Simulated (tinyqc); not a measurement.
# Nudged elastic band on a two-dimensional model surface, step by step

A worked calculation. Computed by tinyqc, a small Python program that keeps every step. Command: `OMP_NUM_THREADS=1 python tinyqc.py 3019758 3019759 out.jsonl neb walk`. One thread of a shared host (Intel(R) Xeon(R) Processor @ 2.30GHz), about 0.5 s of CPU time with the checks. Intermediate numbers are printed to about 7 digits and carried at full precision; extremes and crossings named in words are read from the listed rows.

V(x, y) = h u^2 + t x + (kappa/2)(y + c u)^2 with u = x^2/w^2 - 1; the path runs from the minimum near (-w, 0) to that near (w, 0).

Inputs (values chosen for the exercise, for a model surface):
```
quantity                    value           unit
height h                     0.46             eV
half width w                  1.1       angstrom
transverse stiffness kappa    4.4  eV/angstrom^2
curvature c                  0.73       angstrom
tilt t                      0.092    eV/angstrom
movable images n                7              -
spring constant k_s           3.9  eV/angstrom^2
step factor eta             0.026  angstrom^2/eV
iteration cap                 600              -
```

Surface: curved double well. Climbing image: off.

## Stationary points

Newton steps x(new) = x - H^-1 grad V (moves limited to 0.3 angstrom) from (-w, 0), (w, 0) and (0, c) give the two minima and the saddle.

positions (angstrom):
```
                x          y
start   -1.129086  -0.039116
end      1.068401   0.041337
saddle   0.060685   0.727778
```

energies (eV): start -0.1025552, end 0.0997680, saddle 0.4627872

barrier from the start = 0.5653424 eV

## Straight-line start

Images are spaced evenly on the line between the minima.

images at the start (angstrom):
```
                  x           y
image 1  -0.8544002  -0.0290591
image 2  -0.5797143  -0.0190024
image 3  -0.3050283  -0.0089458
image 4  -0.0303423   0.0011109
image 5   0.2443436   0.0111675
image 6   0.5190296   0.0212242
image 7   0.7937155   0.0312808
```

energies above the start (eV): 0.319717  0.945640  1.492183  1.726098  1.566474  1.084737  0.504653

The highest image lies +1.1608 eV from the true barrier.

## Iteration 1

Tangent at image i: towards the higher neighbour if the energies rise or fall through i; at a maximum or minimum, tau = t+ dmax + t- dmin if V(i+1) > V(i-1), else t+ dmin + t- dmax, with t+ = R(i+1) - R(i), t- = R(i) - R(i-1) and dmax, dmin the larger and smaller of |V(i+1) - V(i)| and |V(i-1) - V(i)|; then normalise. Force F = -grad V + (grad V.tau) tau + k_s (|t+| - |t-|) tau. Update R(new) = R + eta F; the end points stay fixed.

unit tangents:
```
                 x          y
image 1  0.9993305  0.0365869
image 2  0.9993305  0.0365869
image 3  0.9993305  0.0365869
image 4  0.9993305  0.0365869
image 5  0.9993305  0.0365869
image 6  0.9993305  0.0365869
image 7  0.9993305  0.0365869
```

forces (eV/angstrom):
```
                 x         y
image 1  -0.054010  1.475221
image 2  -0.091104  2.488397
image 3  -0.112024  3.059803
image 4  -0.117512  3.209718
image 5  -0.108312  2.958418
image 6  -0.085165  2.326180
image 7  -0.048813  1.333282
```

images after iteration 1 (angstrom):
```
                  x          y
image 1  -0.8558045  0.0092967
image 2  -0.5820830  0.0456959
image 3  -0.3079409  0.0706091
image 4  -0.0333977  0.0845635
image 5   0.2415275  0.0880864
image 6   0.5168153  0.0817048
image 7   0.7924464  0.0659461
```

## Iteration 2

The formulas are those given above.

unit tangents:
```
                 x           y
image 1  0.9912739   0.1318186
image 2  0.9958961   0.0905041
image 3  0.9987108   0.0507623
image 4  0.9996426   0.0267319
image 5  0.9999179   0.0128128
image 6  0.9997314  -0.0231751
image 7  0.9983696  -0.0570800
```

forces (eV/angstrom):
```
                 x         y
image 1  -0.198290  1.449550
image 2  -0.211776  2.293327
image 3  -0.139669  2.719149
image 4  -0.075799  2.841807
image 5  -0.032417  2.655881
image 6   0.053465  2.185285
image 7   0.080781  1.346720
```

images after iteration 2 (angstrom):
```
                  x          y
image 1  -0.8609600  0.0469850
image 2  -0.5875891  0.1053224
image 3  -0.3115723  0.1413070
image 4  -0.0353684  0.1584505
image 5   0.2406847  0.1571393
image 6   0.5182054  0.1385223
image 7   0.7945467  0.1009609
```

## All iterations

Start on the straight line; stop when the largest force is below 1e-4 or above 1e6 eV/angstrom.

Course of the band:
```
iteration  highest image (eV)  largest force (eV/angstrom)
1                    1.726098                 3.211868e+00
2                    1.473219                 2.842818e+00
3                    1.275125                 2.515544e+00
4                    1.120004                 2.225712e+00
5                    0.998536                 1.969262e+00
6                    0.903403                 1.742451e+00
7                    0.828873                 1.541880e+00
8                    0.770465                 1.364506e+00
9                    0.724675                 1.207623e+00
...                       ...                          ...
259                  0.555376                 1.116055e-04
260                  0.555376                 1.098709e-04
261                  0.555375                 1.081633e-04
262                  0.555375                 1.064821e-04
263                  0.555374                 1.048272e-04
264                  0.555374                 1.031979e-04
265                  0.555374                 1.015940e-04
266                  0.555373                 1.000149e-04
267                  0.555373                 9.846046e-05
```

Band at the end:
```
image  x (angstrom)  y (angstrom)     E (eV)
0         -1.129086    -0.0391157  0.0000000
1         -0.939094     0.2496352  0.0558591
2         -0.697922     0.4972310  0.2107502
3         -0.393549     0.6609772  0.4174363
4         -0.054077     0.7257694  0.5553727
5          0.289347     0.6872729  0.5278546
6          0.606241     0.5494904  0.3850641
7          0.865380     0.3209261  0.2529926
8          1.068401     0.0413375  0.2023232
```

energy of the highest image = 0.5553727 eV

iterations = 267

largest force at the end = 9.846046e-05 eV/angstrom

Converged in 267 iterations. Without a climbing image the highest image lies 9.97 meV below the saddle.

## Plain band against climbing image

With a climbing image, the highest image feels instead F = -grad V + 2 (grad V.tau) tau and no spring. Images are counted without the end points, and convergence is judged on the largest force on an image. Each run starts on the straight line with the same k_s and eta, for at most 1500 iterations; errors are against the Newton saddle; a dash marks a run that did not reach 1e-4 eV/angstrom.

Error of the highest image (meV) and iterations:
```
images  plain, error  plain, iterations  climbing, error  climbing, iterations
2            -81.429                 78                0                   194
3            -10.014                110                0                   168
4            -19.472                133                0                   175
5             -9.978                183                0                   171
6             -5.255                213                0                   154
8             -1.191                299                0                   124
10            -0.103                386                0                   195
```

The plain band underestimates the barrier by 0.10 to 81.43 meV, depending on how near an image falls to the saddle (worst for 2 images, best for 10). The climbing image is within about 0.001 meV in every converged run, so few images suffice for the barrier.
